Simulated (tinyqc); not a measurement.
## FinFET, parasitic resistance, capacitance and delay: effect of the supply voltage

Nf fins under one contact; each has gated perimeter p = 2 Hf + Wf and cross-section A = Hf Wf; contact width Wc = Nf pf, stack height Hs = Hf. Contact length Lc = CPP - Lg - 2 Lsp, shared by two neighbouring gates. Source and drain sides are equal. The formulas are first-order estimates, not field solutions.

Epitaxy sheet resistance Rsh = re/te, transfer length LT = sqrt(rc/Rsh), contact Rc = [sqrt(rc Rsh)/Wc] coth(Lc/(2 LT)); extension of one fin Rx = rx Lsp/A. With N fins: gate Cg = Cinv p N Lg; per side, plate Cp = ks eps0 [Wc (Hs + Hc) - N A]/Lsp, top fringe Cf = (2/pi) ks eps0 Wc ln(1 + Lg/(2 Lsp)), overlap Co = Cinv p N Lov. One fin: I = p Q vx u/(1 + |u|^1.8)^(1/1.8), Q = Cinv n Vt ln(1 + exp((Vg' - VT + dl Vd')/(n Vt))), u = Vd' mu/(vx Lg), Vg' = Vgs - v, Vd' = Vds - 2 v, with the drop on each side v = Rc (sum of I) + Rx I. Ieff = [I(Vgs = Vdd, Vds = Vdd/2) + I(Vdd/2, Vdd)]/2, total currents. With Cs = Cp + Cf + Co, the load of an inverter of two such devices driving an equal one is CL = 2 (Cg + 2 Cs) + 4 Cs + Cw (own drains counted twice for the Miller effect); delay CL Vdd/(2 Ieff).

Inputs (values chosen for the exercise); values close to those of silicon logic devices: temperature T = 300 K; number of fins Nf = 2; fin height Hf = 55 nm; fin width Wf = 5 nm; fin pitch pf = 24 nm; contacted gate pitch CPP = 42 nm; gate length Lg = 20 nm; spacer length Lsp = 6 nm; relative permittivity of the spacer ks = 5.5; gate height above the channel stack Hc = 20 nm; contact resistivity rc = 9.2e-10 ohm cm^2; resistivity of the source-drain epitaxy re = 0.00032 ohm cm; current-carrying depth of the epitaxy te = 20 nm; resistivity of the extension rx = 0.00077 ohm cm; gate overlap Lov = 2 nm; inversion capacitance Cinv = 2.7 uF/cm^2; injection velocity vx = 9.1e6 cm/s; apparent mobility mu = 350 cm^2/(V s); threshold at zero drain voltage VT = 0.27 V; barrier lowering dl = 0.038 V/V; subthreshold factor n = 1.24; wire load Cw = 0.06 fF.

Constants: q = 1.602176634e-19 C, kB = 1.380649e-23 J/K, eps0 = 8.8541878128e-12 F/m, Vt = kB T/q. Results are converted to the units shown.

The same in every row: Rc (ohm) = 388.9; Rx/N (ohm) = 84.00; CL (aF) = 617.5.

Effect of the supply voltage:
```
Vdd (V)  Ieff (uA)  delay (ps)
0.45         41.95       3.312
0.55         69.31       2.450
0.65         100.4       1.999
0.75         133.2       1.739
0.85         166.6       1.575
0.95         200.2       1.465
```

As Vdd goes from 0.45 to 0.95 V, Ieff rises from 41.9 to 200 uA, CL stays at 617 aF and the delay falls from 3.31 to 1.46 ps.

tinyqc, about 0.03 s, one thread, Intel Xeon 2.30GHz (shared host): `OMP_NUM_THREADS=1 python tinyqc.py 2170049 2170050 out.jsonl`
